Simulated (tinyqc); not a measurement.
Pairing against temperature: dopants and charged point defects at anneal temperature: Fermi-level effect, clustering and pairing. Computed by tinyqc, a small Python program. Command: `OMP_NUM_THREADS=1 python tinyqc.py 3000416 3000417 out.jsonl pairing walk`. One thread of a shared host (Intel(R) Xeon(R) Processor @ 2.30GHz), about 0.01 s of CPU time with the checks.

Boltzmann statistics and full ionisation of active dopants. Energies are counted from the valence band; the defect (a vacancy or self-interstitial) has five charge states, with all degeneracy factors one.

Inputs (values chosen for the exercise, with bands modelled on germanium): site density N_s = 2.9e+22 cm^-3; pair binding energy E_b = 0.61 eV; pair configurations Z = 6; impurity diffusion prefactor D_0 = 0.00034 cm^2/s; impurity migration energy E_m = 0.47 eV; dielectric constant eps = 15.8; active dopant density in the stored part N_2 = 5.7e+16 cm^-3.

Dopant: acceptor. Second part: pairing with a mobile impurity.

Constants: k_B = 8.617333262e-05 eV/K; e^2/(4 pi eps_0) = 14.39964548 eV angstrom.

Method. An oppositely charged mobile impurity (density M) pairs with the dopant: pairs/free = Z (N_2/N_s) exp(E_b/k_B T_2) for M << N_2; capture radius R = e^2/(4 pi eps eps_0 k_B T_2); D_m = D_0 exp(-E_m/k_B T_2); association rate 4 pi R D_m N_2; dissociation rate = association rate/(pairs/free); tau = 1/(sum of both).

Equilibrium and kinetics:
```
T (K)  paired share  time constant (s)  D_m (cm^2/s)  effective D (cm^2/s)
270         1.00000         6.2148e+00    5.7350e-13            1.9987e-19
300         1.00000         9.1598e-01    4.3234e-12            2.0732e-17
340         0.99992         1.2227e-01    3.6705e-11            2.8256e-15
380         0.99931         2.5235e-02    1.9864e-10            1.3676e-13
430         0.99403         5.3527e-03    1.0541e-09            6.2980e-12
480         0.96769         1.5519e-03    3.9509e-09            1.2767e-10
550         0.82090         3.5521e-04    1.6779e-08            3.0050e-09
650         0.38755         4.3103e-05    7.7149e-08            4.7250e-08
```

Half the impurity is paired at T = E_b/(k_B ln(N_s/(Z N_2))) = 624 K. The time constant at 300 K is 0.92 s. Below 624 K pairs win, and the effective diffusivity has the activation energy E_m + E_b = 1.08 eV; above it the impurity is free and moves with E_m = 0.47 eV.
